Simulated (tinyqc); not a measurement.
Inside a calculation. Method: Hueckel theory of the pi electrons with the omega technique, for the molecule Oc1ccccc[cH+]1 (SMILES; centres numbered as the heavy atoms are written). One step of it, computed by the program tinyqc.

Problem. Energy, charges, bond orders. E = sum n x; q_r = z_r - P_rr; bond order p = P_rs; free valence = sqrt(3) - sum of p over the bonds of the atom.

final x values: 2.464911  1.855495  1.317219  1.046402  -0.378678  -0.468839  -1.730536  -1.795978

occupations: 2.000000  2.000000  2.000000  2.000000  0.000000  0.000000  0.000000  0.000000

final P:
```
,1O,2C,3C,4C,5C,6C,7C,8C
1O,1.868932,0.382463,-0.158574,-0.116702,0.102832,0.102832,-0.116702,-0.158574
2C,0.382463,0.824425,0.586512,0.156718,-0.207103,-0.207103,0.156718,0.586512
3C,-0.158574,0.586512,0.896974,0.675702,0.124570,-0.262376,-0.193598,0.204527
4C,-0.116702,0.156718,0.675702,0.874100,0.621530,0.135756,-0.217224,-0.193598
5C,0.102832,-0.207103,0.124570,0.621530,0.882248,0.666018,0.135756,-0.262376
6C,0.102832,-0.207103,-0.262376,0.135756,0.666018,0.882248,0.621530,0.124570
7C,-0.116702,0.156718,-0.193598,-0.217224,0.135756,0.621530,0.874100,0.675702
8C,-0.158574,0.586512,0.204527,-0.193598,-0.262376,0.124570,0.675702,0.896974
```

Centres:
```
centre,"z_r, pi electrons of the neutral centre",h
1O,2,1.710000
2C,1,0.000000
3C,1,0.000000
4C,1,0.000000
5C,1,0.000000
6C,1,0.000000
7C,1,0.000000
8C,1,0.000000
```

Bonds:
```
i,j,k
1,2,0.920000
2,3,1
3,4,1
4,5,1
5,6,1
6,7,1
7,8,1
8,2,1
```

Give: pi energy = 8 alpha + this times beta; pi charges; Bond orders and lengths from R = 1.517 - 0.180 p; free valence of the carbons; gap between the highest filled and the next level.

Solution.

pi energy = 8 alpha + this times beta = 13.3681

pi charges: 1O 0.1311, 2C 0.1756, 3C 0.1030, 4C 0.1259, 5C 0.1178, 6C 0.1178, 7C 0.1259, 8C 0.1030

Bond orders and lengths from R = 1.517 - 0.180 p (angstrom, C-C alone):
```
bond,p,R
1-2,0.3825,-
2-3,0.5865,1.4114
3-4,0.6757,1.3954
4-5,0.6215,1.4051
5-6,0.6660,1.3971
6-7,0.6215,1.4051
7-8,0.6757,1.3954
8-2,0.5865,1.4114
```

free valence of the carbons: 2C 0.1766, 3C 0.4698, 4C 0.4348, 5C 0.4445, 6C 0.4445, 7C 0.4348, 8C 0.4698

gap between the highest filled and the next level = 1.4251 |beta|
